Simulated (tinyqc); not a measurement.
# Stacked nanosheet transistor, parasitic resistance, capacitance and delay: effects of single changes

Ns sheets share one contact on top; each has perimeter p = 2 (Ws + ts) and cross-section A = Ws ts; contact width Wc = Ws + 10 nm, stack height Hs = Ns pv. Sheet 1 is the top one. Contact length Lc = CPP - Lg - 2 Lsp, shared by two neighbouring gates. Source and drain sides are equal. The formulas are first-order estimates, not field solutions.

Inputs (values chosen for the exercise); values close to those of silicon logic devices:
```
symbol    value        unit                                   meaning
T           300           K                               temperature
Ns            3                                      number of sheets
Ws           20          nm                               sheet width
ts            5          nm                           sheet thickness
pv           12          nm              vertical pitch of the sheets
rv          242         ohm  vertical resistance between sheet levels
CPP          42          nm                      contacted gate pitch
Lg           16          nm                               gate length
Lsp           7          nm                             spacer length
ks            4                   relative permittivity of the spacer
Hc           30          nm       gate height above the channel stack
rc       1.3e-9    ohm cm^2                       contact resistivity
re      0.00039      ohm cm   resistivity of the source-drain epitaxy
te           20          nm     current-carrying depth of the epitaxy
rx       0.0014      ohm cm              resistivity of the extension
Lov           1          nm                              gate overlap
Cinv        2.3     uF/cm^2                     inversion capacitance
vx        9.3e6        cm/s                        injection velocity
mu          150  cm^2/(V s)                         apparent mobility
VT         0.28           V           threshold at zero drain voltage
dl        0.078         V/V                          barrier lowering
n          1.15                                   subthreshold factor
Cw         0.21          fF                                 wire load
Vdd        0.65           V                            supply voltage
```

Constants: q = 1.602176634e-19 C, kB = 1.380649e-23 J/K, eps0 = 8.8541878128e-12 F/m, Vt = kB T/q. Results are converted to the units shown.

Each table varies one quantity; the others keep the values above.

## Effect of the contact resistivity

Epitaxy sheet resistance Rsh = re/te, transfer length LT = sqrt(rc/Rsh), contact Rc = [sqrt(rc Rsh)/Wc] coth(Lc/(2 LT)); extension of one sheet Rx = rx Lsp/A. With N sheets: gate Cg = Cinv p N Lg; per side, plate Cp = ks eps0 [Wc (Hs + Hc) - N A]/Lsp, top fringe Cf = (2/pi) ks eps0 Wc ln(1 + Lg/(2 Lsp)), overlap Co = Cinv p N Lov. One sheet: I = p Q vx u/(1 + |u|^1.8)^(1/1.8), Q = Cinv n Vt ln(1 + exp((Vg' - VT + dl Vd')/(n Vt))), u = Vd' mu/(vx Lg), Vg' = Vgs - v, Vd' = Vds - 2 v, with the drop on each side v_j = Rc sum I + rv (sum over levels k = 2..j of the current of sheets k..Ns) + Rx I_j. Ieff = [I(Vgs = Vdd, Vds = Vdd/2) + I(Vdd/2, Vdd)]/2, total currents. With Cs = Cp + Cf + Co, the load of an inverter of two such devices driving an equal one is CL = 2 (Cg + 2 Cs) + 4 Cs + Cw (own drains counted twice for the Miller effect); delay CL Vdd/(2 Ieff).

The same in every row: Rx/N (ohm) = 326.7; CL (aF) = 420.1.

Effect of the contact resistivity:

| rc (ohm cm^2) | Rc (ohm) | Ieff (uA) | delay (ps) |
|---|---|---|---|
| 1e-10 | 67.99 | 61.02 | 2.238 |
| 2.1e-10 | 129.4 | 59.65 | 2.289 |
| 4.5e-10 | 262.9 | 56.84 | 2.402 |
| 9.7e-10 | 551.8 | 51.35 | 2.659 |
| 2.1e-9 | 1180 | 41.86 | 3.262 |
| 4.4e-9 | 2457 | 29.71 | 4.596 |
| 9.4e-9 | 5235 | 18.10 | 7.545 |
| 2e-8 | 1.112e4 | 10.06 | 13.57 |

What does the comparison show?

As rc goes from 1e-10 to 2e-8 ohm cm^2, Ieff falls from 61.0 to 10.1 uA, CL stays at 420 aF and the delay rises from 2.24 to 13.6 ps. Rc goes as rc^(0.87) at the start and rc^(1.00) at the end (1/2 for a long contact, 1 for a short one). For rc = 1e-10 to 2.1e-10 ohm cm^2 rc lies near or below the quantum limit of metal-silicon contacts.

## Effect of the spacer length

Same model as above.

Effect of the spacer length:

| Lsp (nm) | Rc (ohm) | Rx/N (ohm) | Ieff (uA) | CL (aF) | delay (ps) |
|---|---|---|---|---|---|
| 2 | 417.5 | 93.33 | 58.48 | 594.7 | 3.305 |
| 3 | 454.8 | 140.0 | 56.73 | 513.7 | 2.943 |
| 4 | 500.8 | 186.7 | 54.89 | 472.9 | 2.800 |
| 5 | 558.9 | 233.3 | 52.91 | 448.4 | 2.754 |
| 6 | 634.1 | 280.0 | 50.73 | 431.9 | 2.767 |
| 8 | 877.5 | 373.3 | 45.36 | 411.3 | 2.946 |
| 10 | 1451 | 466.7 | 37.08 | 398.8 | 3.495 |

What does the comparison show?

As Lsp goes from 2 to 10 nm, Ieff falls from 58.5 to 37.1 uA, CL falls from 595 to 399 aF and the delay goes from 3.31 through a minimum of 2.75 (at Lsp = 5 nm among the rows listed) to 3.50 ps. A thin spacer costs capacitance, a thick one resistance and contact length, hence the minimum. For Lsp = 2 to 3 nm the spacer is under 3.5 nm, where leakage and breakdown between gate and contact would forbid it. At Lsp = 10 nm the contact is under 8 nm long, below what liners and fill allow.

Numbers from tinyqc (`OMP_NUM_THREADS=1 python tinyqc.py 2170041 2170042 out.jsonl`; about 0.08 s on one thread of a shared Intel Xeon 2.30GHz).
